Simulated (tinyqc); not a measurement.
Inside a calculation. Model: specific resistance of a metal-semiconductor contact and its transmission-line measurement. Computed by tinyqc, a small Python program that keeps every step. Command: `OMP_NUM_THREADS=1 python tinyqc.py 3002954 3002955 out.jsonl contact walk`. One thread of a shared host (Intel(R) Xeon(R) Processor @ 2.30GHz), about 0.01 s of CPU time with the checks. Intermediate numbers are printed to about 6 digits and carried at full precision; extremes and crossings named in words are read from the listed rows.

The barrier is parabolic (depletion approximation), energies E are normal energies counted from the band edge in the neutral semiconductor (downwards for holes), and the bias is zero. xi is an input, held fixed when other inputs move.

Inputs (values chosen for the exercise, modelled on n-type In0.53Ga0.47As): tunnelling mass m = 0.042 m_0; permittivity eps = 13.9; Richardson constant A* = 5.11 A/(cm^2 K^2); barrier height phi_B = 0.21 eV; doping N = 1.4e+19 1/cm^3; Fermi level above the band edge in the bulk, xi = 0.35 eV; temperature T = 500 K; sheet resistance R_sh = 170 ohm; contact length d = 0.29 micrometre; contact width W = 21 micrometre.

Image-force lowering: included.

Constants: hbar = 1.054571817e-34 J s; eps_0 = 8.8541878128e-12 F/m; m_0 = 9.1093837015e-31 kg; k_B = 8.617333262e-05 eV/K; e = 1.602176634e-19 C.

## Tunnelling energy and barrier

E_00 = (e hbar/2) sqrt(N/(eps eps_0 m)); band bending E_b = phi_B + xi; depletion width w = sqrt(2 eps eps_0 E_b/(e^2 N)). Image lowering d_phi = (e^3 N E_b/(8 pi^2 (eps eps_0)^3))^(1/4) (E_b in volts), and E_b - d_phi replaces E_b everywhere except in w.

E_00 = 90.9200 meV

E_00/k_B T = 2.11016

depletion width = 7.83920 nm

barrier used, above the bulk band edge = 0.438342 eV

By the usual rule this is thermionic-field emission (0.5 to 5 k_B T).

## Transmission and supply

WKB transmission for E < E_b, with a = E/E_b: D = exp{-(E_b/E_00) [sqrt(1 - a) - a ln((1 + sqrt(1 - a))/sqrt(a))]}; D = 1 above. f = 1/(1 + exp((E - xi)/k_B T)).

E, D, f and D f at E/E_b = 0.05, 0.15, 0.3, 0.45, 0.6, 0.75, 0.9, 0.98:
```
E/E_b    E (eV)         D         f       D f
0.05   0.021917  0.015390  0.999507  0.015383
0.15   0.065751  0.037386  0.998638  0.037335
0.30   0.131503  0.101907  0.993764  0.101271
0.45   0.197254  0.221884  0.971944  0.215659
0.60   0.263005  0.409559  0.882785  0.361553
0.75   0.328756  0.654187  0.620824  0.406135
0.90   0.394508  0.901438  0.262507  0.236634
0.98   0.429575  0.990914  0.136242  0.135005
```

Among these points D f is largest at E/E_b = 0.75; for a non-degenerate tail the peak lies at E/E_b = 1/cosh^2(E_00/k_B T) = 0.057, but it cannot fall far below the Fermi level.

## Specific contact resistance

At zero bias 1/rho_c = (e A*/k_B^2) int D(E) f(E) dE, f = 1/(1 + exp((E - xi)/k_B T)); 200 Gauss-Legendre points from 0 to E_b, and k_B T ln(1 + exp((xi - E_b)/k_B T)) for the part above the barrier; the share of tunnelling is the part below.

specific contact resistance rho_c = 1.51614e-08 ohm cm^2

share of tunnelling = 94.5580 %

rho_c by thermionic emission alone = 2.78599e-07 ohm cm^2

Tunnelling lowers rho_c by a factor 18.4. The field-emission exponent (E_b - xi)/E_00 is 1.0, the thermionic one (E_b - xi)/k_B T is 2.1.

## Current crowding

Transmission-line model: transfer length L_T = sqrt(rho_c/R_sh); R_c = (R_sh L_T/W) coth(d/L_T). Limits: rho_c/(W d) for d << L_T, sqrt(rho_c R_sh)/W for d >> L_T.

transfer length L_T = 0.0944376 micrometre

d/L_T = 3.07081

contact resistance R_c = 0.767791 ohm

R_c W = 16.1236 ohm micrometre

short-contact limit = 0.248955 ohm

long-contact limit = 0.764495 ohm

The contact is long: current crowds at the front edge, and more length does not help.

## A transmission-line measurement read back

Transmission-line model: transfer length L_T = sqrt(rho_c/R_sh); R_c = (R_sh L_T/W) coth(d/L_T). Two contacts a gap s apart give R = 2 R_c + R_sh s/W. A straight-line fit gives R_sh from the slope and R_c from the intercept; the simple reading takes L_x = R_c W/R_sh as the transfer length and rho_c = R_sh L_x^2.

Resistances:
```
gap s (micrometre)  R (ohm)
0.095                2.3046
0.190                3.0737
0.380                4.6118
0.760                7.6880
1.500               13.6784
```

L_x = 0.0948448 micrometre

rho_c by the simple reading = 1.52924e-08 ohm cm^2

simple reading over true value = 1.00864

The simple reading is right, since coth(d/L_T) is 1 for so long a contact.

Checks made by the program: closed WKB exponent against numerical integration over the parabolic barrier (relative difference below 1e-10).
